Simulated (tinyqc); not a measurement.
# One electron in a tunnel-coupled double dot: charge qubit, sensing and quantum capacitance: coherence against detuning

Basis (left, right), H = [[ep/2, tc], [tc, -ep/2]], splitting Om = sqrt(ep^2 + 4 tc^2), ep = al times the gate voltage. In equilibrium the electron is on the right with the chance P_R = [1 + (ep/Om) tanh(Om/2 kB T)]/2.

Noise in ep shifts Om by (ep/Om) d + (2 tc^2/Om^3) d^2. For Gaussian d of deviation se the spread of Om is sqrt[(ep se/Om)^2 + 2 (2 tc^2 se^2/Om^3)^2], and T2* is estimated as sqrt(2) hbar/spread; Om T2*/h counts the oscillations within T2*.

Inputs (values chosen for the exercise):
- tc = 24 ueV (tunnel coupling)
- se = 5.7 ueV (deviation of quasi-static detuning noise)

Constants: q = 1.602176634e-19 C, hbar = 1.054571817e-34 J s, h = 6.62607015e-34 J s. Results are converted to the units shown.

Coherence against detuning:
```
ep (ueV)  Om (ueV)  T2* (ns)  oscillations within T2*
0           48.000    1.9449                   22.573
1.2         48.015    1.8656                   21.660
2.4         48.060    1.6762                   19.479
4.8         48.239    1.2620                   14.721
9.6         48.951   0.77216                   9.1395
19          51.624   0.43643                   5.4478
36          60.000   0.27148                   3.9387
72          86.533   0.19624                   4.1061
140         148.00   0.17264                   6.1781
```

T2* falls from 1.94 to 0.173 ns, towards sqrt(2) hbar/se = 0.163 ns far from the anticrossing; the first row is 11.3 times the last. First and second order are equal near ep = sqrt(2) se/2 = 4.03 ueV.

tinyqc, about 0.01 s, one thread, Intel Xeon 2.30GHz (shared host): `OMP_NUM_THREADS=1 python tinyqc.py 2470108 2470109 out.jsonl`
